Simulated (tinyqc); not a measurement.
Molecular dynamics of a small cluster by velocity Verlet steps: one step, computed by the program tinyqc.

E = sum_i {sum_j A exp(-p (r_ij/r0 - 1)) - xi sqrt(rho_i)}, rho_i = sum_j exp(-2 q (r_ij/r0 - 1)); the force on i is -sum_j w_ij (R_i - R_j)/r_ij with w_ij = -(2p/r0) A exp(-p (r_ij/r0 - 1)) + (xi q/r0) exp(-2 q (r_ij/r0 - 1)) (rho_i^(-1/2) + rho_j^(-1/2)).

Problem. State at the start. Velocity Verlet: a = c F/M with c = 9.648533212e-3 angstrom/fs^2 per eV/(angstrom u); R(new) = R + v dt + a dt^2/2; v(new) = v + (a + a(new)) dt/2. Kinetic energy K = M v^2/(2c); temperature T = 2K/((3N - 3) k_B), rotation of the cluster included.

Inputs (values chosen for the exercise, for model atoms):
```
quantity       value      unit
length r0       2.33  angstrom
repulsion A     0.14        eV
hopping xi      1.52        eV
decay p         10.4         -
decay q         3.32         -
atomic mass M   38.7         u
time step dt     2.3        fs
```

Potential: Gupta. Thermostat: none.

starting positions (angstrom):
```
           x      y      z
atom 1     0      0   0.03
atom 2  2.24  -0.02  -0.03
atom 3  1.07   1.91  -0.03
atom 4  1.13   0.62   1.74
```

starting velocities (angstrom/fs):
```
               x         y         z
atom 1  -0.00014  -0.00081   0.00022
atom 2   0.00086  -0.00017  -0.00027
atom 3   0.00012   0.00057   0.00146
atom 4  -0.00084   0.00041  -0.00142
```

Constants: 1 eV/(angstrom u) = 9.648533212e-03 angstrom/fs^2; k_B = 8.617333262e-05 eV/K.

Give: forces; potential energy; kinetic energy; temperature.

Solution.

forces (eV/angstrom):
```
             x       y       z
atom 1   1.514   0.819   0.401
atom 2  -1.694   0.995   0.632
atom 3   0.113  -1.860   0.609
atom 4   0.068   0.047  -1.642
```

potential energy = -9.657 eV

kinetic energy = 0.01389 eV

temperature = 35.82 K
